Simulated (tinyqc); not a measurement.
Self-heating of a transistor with one or more fingers, with temperature-dependent conductivity. Changing the pulse length. Computed by tinyqc, a small Python program. Command: `OMP_NUM_THREADS=1 python tinyqc.py 3015111 3015112 out.jsonl selfheat sweep`. One thread of a shared host (Intel(R) Xeon(R) Processor @ 2.30GHz), about 0.1 s of CPU time with the checks.

N long parallel fingers lie on the top face of a slab whose bottom is held at T_0; the top is otherwise insulated, and heat flows in two dimensions. P in W/mm is 1000 P in W/m.

Inputs (values chosen for the exercise, modelled on germanium):
```
quantity                                      value           unit
conductivity at the base temperature kappa_0   62.6        W/(m K)
power per gate width P                         0.66           W/mm
fingers N                                         2              -
finger pitch s                                  9.6     micrometre
width of the heat source w                      1.8     micrometre
substrate thickness t                            40     micrometre
heat capacity C                                1.75  1e6 J/(m^3 K)
```

Power: fixed power.

Method:
- A line source of power P on the top face raises the top at distance x by (P/(pi kappa_0)) g(x), g(x) = -ln tanh(pi x/(4 t)) (the image sum for the slab). On a strip of width w the centre sees the mean of g over the strip, g_0 = 1 + ln(8 t/(pi w)) for w much below t.
- theta_i = (P/(pi kappa_0)) [g_0 + sum over j != i of g(|i - j| s)], with equal powers and constant conductivity; thermal resistance = largest theta/P.
- After switching on, theta(tau) = (P D/kappa_0) int_0^tau X(u) Z(u) du at the hottest finger, D = kappa_0/C; X = sum over fingers at distance x of [erf((x + w/2)/r) - erf((x - w/2)/r)]/(2 w), Z = sum_(j=-200..200) (-1)^j exp(-(2 j t/r)^2)/sqrt(pi D u), r = 2 sqrt(D u); trapezoid rule on 300 points evenly spaced in ln u from u_0 = 1e-3 min(tau, w^2/D) to tau, plus the exact piece 2 sqrt(u_0/(pi D))/w below u_0. Conductivity and power are held at their base values here, and Fourier's law is used even where the diffusion length is near a phonon free path.

One run for each value; columns: (1) pulse length (microsecond); (2) linear rise after the pulse (K); (3) share of the steady rise; (4) diffusion length sqrt(D tau) (micrometre):
```
(1)        (2)      (3)         (4)
0.003   2.1485  0.09532  3.2759e-01
0.01    3.6342  0.16120  5.9809e-01
0.06    6.4008  0.28400  1.4650e+00
0.3     9.1300  0.40510  3.2759e+00
1      11.7770  0.52250  5.9809e+00
5      16.4560  0.73010  1.3374e+01
20     20.7190  0.91920  2.6747e+01
100    22.5330  0.99970  5.9809e+01
500    22.5450  1.00000  1.3374e+02
2000   22.5450  1.00000  2.6747e+02
```

Over the rows, linear rise after the pulse (K) rises from 2.15 to 22.5, flat over part of the range; share of the steady rise rises from 0.0953 to 1.00, flat over part of the range; diffusion length sqrt(D tau) (micrometre) rises from 0.328 to 267 (exponent d ln y / d ln x about 0.50 throughout). Short pulses heat only the region within a diffusion length; the rise saturates when that length reaches the thickness, 40 micrometre.

Extremes, crossings and ranges named in words are read from the listed rows.
